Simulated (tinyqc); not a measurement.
# Piezoresistors in the (001) plane of a cubic crystal: effect of the direction of the resistor

Plane stress in crystal axes x = [100], y = [010]. First-order piezoresistance: d rho_xx/rho = p11 sxx + p12 syy, d rho_yy/rho = p12 sxx + p11 syy, d rho_xy/rho = p44 sxy; a resistor along d = (cos th, sin th) changes by dR/R = d.(d rho/rho).d. Changes of geometry and second-order terms are left out.

For uniaxial stress along or across the current: pL = p11 - (A/2) sin^2(2 th), pT = p12 + (A/2) sin^2(2 th), A = p11 - p12 - p44. dR/R is for the given stress.

Values chosen for this exercise; coefficients close to those of lightly doped p-type silicon: piezoresistive coefficient p11 = 6.75 x 1e-11/Pa; piezoresistive coefficient p12 = -1.1 x 1e-11/Pa; piezoresistive coefficient p44 = 137 x 1e-11/Pa; stress sxx Sx = -246 MPa; stress syy Sy = 248 MPa; shear stress sxy St = -77 MPa.

Results:
```
th (deg),pL (1e-11/Pa),pT (1e-11/Pa),pL - pT (1e-11/Pa),dR/R (%)
0,6.750,-1.100,7.850,-1.933
10,14.30,-8.654,22.96,-5.424
30,55.18,-49.53,104.7,-10.10
45,71.33,-65.67,137.0,-10.54
60,55.18,-49.53,104.7,-8.161
75,22.89,-17.24,40.14,-3.590
90,6.750,-1.100,7.850,1.945
```

Estimate the missing row, th = 20 deg.

Computed row:
```
th (deg),pL (1e-11/Pa),pT (1e-11/Pa),pL - pT (1e-11/Pa),dR/R (%)
20,33.43,-27.78,61.21,-8.260
```

With this row back in the table: The sum pL + pT = p11 + p12 = 5.65 holds in every row. |pL - pT|, which sets the output of a bridge under uniaxial stress, is largest at 45 degrees (137) and is 7.85 at 0 degrees. The change dR/R goes from -1.93 through a minimum of -10.5 (at th = 45 deg among the rows listed) to 1.94 %.

Program tinyqc, `OMP_NUM_THREADS=1 python tinyqc.py 2530021 2530022 out.jsonl`; Intel Xeon 2.30GHz, shared host, one thread, about 0.01 s.
